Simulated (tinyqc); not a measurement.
Inside a calculation. Method: Luttinger-Kohn k.p, four valence bands. One step of it, computed by the program tinyqc.

Question. Bloch Hamiltonian at k. P = c g1 k^2, Q = c g2 (kx^2 + ky^2 - 2 kz^2), R = c sqrt3 [-g2 (kx^2 - ky^2) + 2i g3 kx ky], S = 2 c sqrt3 g3 (kx - i ky) kz, c = hbar^2/2m = 3.809982 eV angstrom^2; rows [P+Q, -S, R, 0], [-S*, P-Q, 0, R], [R*, 0, P-Q, S], [0, R*, S*, P+Q]. The path ends lie at |k| = 0.07 1/angstrom.

Luttinger parameters chosen for this model; energies are counted downward from the top of the valence band:

| parameter | value | unit |
|---|---|---|
| g1 | 15.670000 |  |
| g2 | 4.070000 |  |
| g3 | 7.040000 |  |

k point k (1/angstrom): 0.039000  -0.045000  -0.035000

Give: H(k) at k.

Answer.

H(k) at k (eV), lower triangle (Hermitian):
```
                 3/2             1/2             -1/2    -3/2
3/2           0.3018
1/2   0.1268-0.1463i          0.2678
-1/2  0.0135+0.1631i          0.0000           0.2678
-3/2          0.0000  0.0135+0.1631i  -0.1268+0.1463i  0.3018
```
